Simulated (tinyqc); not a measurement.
Three ways to the same curve: density of states of one tight-binding band on the triangular lattice.

E(k) = -2 t (cos 2 pi k1 + cos 2 pi k2 + cos 2 pi (k1 + k2)); k in fractions of the reciprocal vectors, mesh k_i = j/N with j = 0 .. N-1. Densities are per cell and per spin, so the band holds one state.

Each cell of the mesh is cut along (i+1, j)-(i, j+1) into two triangles. For corner energies e1 <= e2 <= e3 and eij = ei - ej, the share of the triangle below E is n = (E - e1)^2/(e21 e31) for e1 < E < e2 and n = 1 - (e3 - E)^2/(e31 e32) for e2 < E < e3; its density of states is g = dn/dE.

Gaussian broadening: g(E) = mean over the mesh of exp(-(E - E_k)^2/(2 sigma^2))/(sigma sqrt(2 pi)), n(E) = mean of erfc((E_k - E)/(sigma sqrt 2))/2.

Values chosen for the exercise: t = 1.37 eV (nearest hopping); N2 = 24 (mesh points along each axis in this comparison); sigma = 0.685 eV (Gaussian width).

N = N2 here; the reference is the linear method with N = 240.

g(E) (1/eV):
```
E (eV)  reference  linear triangles  Gaussian, sigma  Gaussian, sigma/4  reference n(E)
-7.098      0.036             0.037            0.034              0.037           0.039
-5.977      0.039             0.039            0.039              0.066           0.081
-4.857      0.043             0.043            0.043              0.067           0.127
-3.736      0.047             0.047            0.047              0.071           0.177
-2.615      0.053             0.053            0.053              0.085           0.233
-1.494      0.061             0.061            0.062              0.057           0.296
-0.373      0.073             0.072            0.074              0.052           0.371
0.748       0.092             0.091            0.096              0.077           0.462
1.869       0.134             0.131            0.150              0.155           0.584
2.990       0.216             0.213            0.184              0.198           0.817
```

What can be read from this table?

Root-mean-square errors against the reference: 0.0013 for linear triangles, 0.0114 for sigma and 0.0210 for sigma/4. The narrow Gaussian is worse than the wide one, because it resolves the separate mesh levels. The reference is highest at 2.990 eV of the energies listed, and half filling lies between 0.748 and 1.869 eV.

Program tinyqc; command `OMP_NUM_THREADS=1 python tinyqc.py 1682420 1682421 out.jsonl`; about 0.09 s on one thread of a shared Intel(R) Xeon(R) Processor @ 2.30GHz.
